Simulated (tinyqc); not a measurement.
Comparisons within one model: dielectric confinement in a thin film (image charges). A value that a table varies takes the place of the one given here.

A film |z| < t/2 of dielectric constant eps between half-spaces of dielectric constant e2; lam = (eps - e2)/(eps + e2), q = e^2/(4 pi eps0). The self-energy of a band edge is taken with the high-frequency value, e2 = eh, and the field of a fixed ion with the static one, e2 = eo. A charge at z has images lam^|n| at n t + (-1)^n z. Its self-energy is S(z) = (q/2 eps) sum over n >= 1 of lam^n [1/(n t - 2z) + 1/(n t + 2z)] for odd n and 2 lam^n/(n t) for even n; at the centre S(0) = -(q/(eps t)) ln(1 - lam).

Donor at the centre, lam from the static eo, trial function cos(pi z/t) exp(-rho/l): E(l) = c/(m l^2) - (q/eps) times the integral over k of F(k t) (1 + (k l/2)^2)^(-3/2), with F(x) = F0 + 2 lam exp(-x) G/(1 - lam exp(-x)), F0 = 2[(1 - exp(-x/2))/x + x (1 + exp(-x/2))/(x^2 + 4 pi^2)], G = 2 sinh(x/2)[1/x - x/(x^2 + 4 pi^2)]; c = hbar^2/2m0. The binding energy is -E at the minimum, counted from the subband edge with its self-energy.

Constants: e^2/(4 pi eps0) = 14.39964547 eV angstrom; hbar^2/2m0 = 3.80998211 eV angstrom^2; Ry = 13.60569312 eV.

Parameters, chosen for this exercise (near those of a Si (100) film, two-fold valleys, between layers of HfO2; not measured data):
- eps = 11.7 (dielectric constant of the film)
- eh = 4.1 (high-frequency dielectric constant outside)
- eo = 22.3 (static dielectric constant outside)
- m = 0.186 m0 (mass in the plane)
- mz = 0.881 m0 (mass across the film)
- ts = (10, 15, 22, 32, 48, 70, 100) angstrom (thicknesses)
- t = 68 angstrom (film thickness)

## Thinning the film

<S> is the mean over (2/t) cos^2(pi z/t); confinement c (pi/t)^2/mz; donor binding with and without images.

Results:

| t (angstrom) | <S> (meV) | confinement (meV) | binding, no images (meV) | binding (meV) | l (angstrom) |
|---|---|---|---|---|---|
| 10 | 93.7 | 426.8 | 58.0 | 26.5 | 26.4 |
| 15 | 62.5 | 189.7 | 53.4 | 27.4 | 26.5 |
| 22 | 42.6 | 88.2 | 48.4 | 27.7 | 27.3 |
| 32 | 29.3 | 41.7 | 43.3 | 27.2 | 28.8 |
| 48 | 19.5 | 18.5 | 37.5 | 25.7 | 31.3 |
| 70 | 13.4 | 8.7 | 32.2 | 23.6 | 34.5 |
| 100 | 9.4 | 4.3 | 27.4 | 21.1 | 38.5 |

Between 100 and 10 angstrom the binding goes from 21.1 to 26.5 meV; quantum confinement alone would take it from 27.4 to 58.0, so the images supply -6.3 and -31.5 meV. |<S>| goes as 1/t and exceeds the confinement energy beyond 46 angstrom. For t well above a* = 33 angstrom the separable trial function underbinds, which affects the last rows. Hard-wall energies above 300 meV (up to t = 10 angstrom) overstate the confinement: walls are finite and valleys non-parabolic.

## Choice of the surrounding dielectric

The same film between different dielectrics; in this table one value e2 serves for both eo and eh.

Results:

| case | lam | <S> (meV) | binding (meV) | l (angstrom) |
|---|---|---|---|---|
| e2 = 1 | 0.843 | 36.9 | 96.5 | 30.1 |
| e2 = 2.5 | 0.648 | 21.5 | 68.1 | 30.8 |
| e2 = 3.9 | 0.500 | 14.5 | 56.0 | 31.3 |
| e2 = 7.5 | 0.219 | 5.3 | 40.8 | 32.3 |
| e2 = 16 | -0.155 | -3.2 | 27.9 | 33.6 |
| e2 = 25 | -0.362 | -7.0 | 22.6 | 34.4 |
| e2 = 80 | -0.745 | -13.1 | 14.8 | 36.1 |

The binding spans a factor 6.5, from 96 meV in vacuum to 14.8 meV for e2 = 80; going from 3.9 to 25 changes it by -33.4 meV and the band edge by -21.6 meV, so the binding responds 1.55 times as much as the edge (for an orbit much smaller than t the binding would change by twice the change of S(0), -36.3 meV; here l/t = 0.46 for e2 = 3.9).

## What each parameter does

<S> is the mean over (2/t) cos^2(pi z/t). Each row changes one parameter from the base and keeps the others.

Results:

| case | lam from eh | <S> (meV) | binding (meV) | l (angstrom) |
|---|---|---|---|---|
| base | 0.481 | 13.8 | 23.8 | 34.2 |
| t = 62 angstrom | 0.481 | 15.1 | 24.4 | 33.4 |
| eps = 10.5 | 0.438 | 13.6 | 27.4 | 31.9 |
| eo = 31.2 | 0.481 | 13.8 | 20.5 | 34.8 |
| eh = 5.3 | 0.376 | 10.0 | 23.8 | 34.2 |
| m = 0.223 m0 | 0.481 | 13.8 | 27.1 | 30.1 |

The largest shifts from the base row, up to three for each result and ties (the steps differ in size, so this ranks the rows, not the parameters). lam from eh: eh -0.105, eps -0.043; unchanged at the printed digits by t, eo and m. <S> (meV): eh -3.7, t +1.3, eps -0.2; unchanged at the printed digits by eo and m. binding (meV): eps +3.6, m +3.3, eo -3.3; unchanged at the printed digits by eh. l (angstrom): m -4.1, eps -2.4, t -0.9; unchanged at the printed digits by eh.

Program tinyqc; command `OMP_NUM_THREADS=1 python tinyqc.py 1251440 1251441 out.jsonl`; about 0.03 s on one thread of a shared Intel(R) Xeon(R) Processor @ 2.30GHz.
